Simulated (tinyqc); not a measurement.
Conduction-band anticrossing with a localised impurity level: sweeps and comparisons. A value that a table varies takes the place of the one given here.

Host conduction band EM(k) = Eg - al x + c k^2/mM, c = hbar^2/2m0, coupled to a flat level EI by V = C sqrt(x): H = [[EM, V], [V, EI]], E+/- = (EM + EI)/2 +/- sqrt((EM - EI)^2/4 + V^2). The host weight of a state at E is f = 1/(1 + V^2/(E - EI)^2), and its mass at k = 0 is mM/f. The gap is E-(0), the valence top staying at 0.

Constants: hbar^2/2m0 = 3.80998211 eV angstrom^2.

Values chosen for the exercise (host near InP; the results hold for these values, not for the real material):
- Eg = 1.422 eV (gap at Gamma to the s-like level)
- mM = 0.0789 m0 (mass of the host band)
- EI = 1.602 eV (impurity level, from the valence top of the host)
- C = 2.05 eV (coupling)
- al = 0.2 eV (linear shift of the host edge)
- x = 0.0025 (impurity fraction)
- aM = 82 meV/GPa (pressure coefficient of the host edge)
- aI = 23 meV/GPa (pressure coefficient of the level)

## Impurity fraction

The last column is the bowing that a quadratic law would need at that x, (Eg - gap)/(x (1 - x)), with equal end gaps.

Results:

| x (%) | E- (eV) | E+ (eV) | gap (eV) | host weight of E- | mass of E- | bowing (eV) |
|---|---|---|---|---|---|---|
| 0.1 | 1.4009 | 1.6229 | 1.4009 | 0.906 | 0.0871 | 21.1 |
| 0.2 | 1.3832 | 1.6404 | 1.3832 | 0.851 | 0.0928 | 19.4 |
| 0.5 | 1.3406 | 1.6824 | 1.3406 | 0.765 | 0.1032 | 16.4 |
| 1.0 | 1.2867 | 1.7353 | 1.2867 | 0.703 | 0.1123 | 13.7 |
| 2.0 | 1.2058 | 1.8142 | 1.2058 | 0.651 | 0.1212 | 11.0 |
| 3.0 | 1.1420 | 1.8760 | 1.1420 | 0.627 | 0.1259 | 9.6 |
| 5.0 | 1.0389 | 1.9751 | 1.0389 | 0.601 | 0.1312 | 8.1 |
| 8.0 | 0.9159 | 2.0921 | 0.9159 | 0.583 | 0.1353 | 6.9 |

The apparent bowing falls from 21.1 to 6.9 eV, so no single constant describes the gap: the part from the coupling goes as x while V is small against |EM - EI| and as sqrt(x) beyond (V = |Eg - EI| near x = 0.77 %), with the linear term al x on top; the fall of the gap goes as the power 0.88 of x between the first two rows and 0.59 between the last two. The mass of E- goes from 0.0871 to 0.1353, higher although the gap falls, against the usual k.p trend; with al = 0 the weight tends to 1/2 at large x.

## Pressure

Eg and EI move linearly with pressure; V is kept. The slope of E- is f aM + (1 - f) aI.

Results:

| P (GPa) | EM (eV) | EI (eV) | E- (eV) | E+ (eV) | host weight of E- | slope of E- (meV/GPa) |
|---|---|---|---|---|---|---|
| 0 | 1.4215 | 1.6020 | 1.3752 | 1.6483 | 0.830 | 72.0 |
| 1 | 1.5035 | 1.6250 | 1.4451 | 1.6834 | 0.755 | 67.5 |
| 2 | 1.5855 | 1.6480 | 1.5096 | 1.7239 | 0.646 | 61.1 |
| 3 | 1.6675 | 1.6710 | 1.5667 | 1.7718 | 0.509 | 53.0 |
| 4 | 1.7495 | 1.6940 | 1.6156 | 1.8279 | 0.369 | 44.8 |
| 5 | 1.8315 | 1.7170 | 1.6568 | 1.8917 | 0.256 | 38.1 |
| 6 | 1.9135 | 1.7400 | 1.6925 | 1.9610 | 0.177 | 33.4 |
| 7 | 1.9955 | 1.7630 | 1.7243 | 2.0342 | 0.125 | 30.4 |
| 8 | 2.0775 | 1.7860 | 1.7536 | 2.1099 | 0.091 | 28.4 |

The unmixed levels cross at 3.06 GPa, where E+ - E- has its minimum 2V = 0.205 eV and the weights are 1/2. The slope of E- falls from 72 to 28 meV/GPa, between the limits aM = 82 and aI = 23, as the state turns impurity-like. The X valleys, which pass below the Gamma edge of the host at high pressure, are left out.

## What each parameter does

At k = 0. Each row changes one parameter from the base and keeps the others.

Results:

| case | E- (eV) | E+ (eV) | gap (eV) | mass (m0) |
|---|---|---|---|---|
| base | 1.3752 | 1.6483 | 1.3752 | 0.0950 |
| EI = 1.652 eV | 1.3825 | 1.6910 | 1.3825 | 0.0903 |
| al = 0.7 eV | 1.3741 | 1.6481 | 1.3741 | 0.0949 |
| Eg = 1.472 eV | 1.4152 | 1.6583 | 1.4152 | 0.1027 |
| C = 1.7425 eV | 1.3863 | 1.6372 | 1.3863 | 0.0918 |
| x = 0.00287 | 1.3695 | 1.6539 | 1.3695 | 0.0965 |
| mM = 0.09073 m0 | 1.3752 | 1.6483 | 1.3752 | 0.1093 |

The largest shifts from the base row, up to three for each result and ties (the steps differ in size, so this ranks the rows, not the parameters). E- (eV): Eg +0.0401, C +0.0111, EI +0.0073; unchanged at the printed digits by mM. E+ (eV): EI +0.0427, C -0.0111, Eg +0.0099; unchanged at the printed digits by mM. gap (eV): Eg +0.0401, C +0.0111, EI +0.0073; unchanged at the printed digits by mM. mass (m0): mM +0.0142, Eg +0.0077, EI -0.0047.

Run: tinyqc, `OMP_NUM_THREADS=1 python tinyqc.py 1081060 1081061 out.jsonl`; Intel(R) Xeon(R) Processor @ 2.30GHz, one thread, shared host; about 0.01 s of CPU time with all checks.
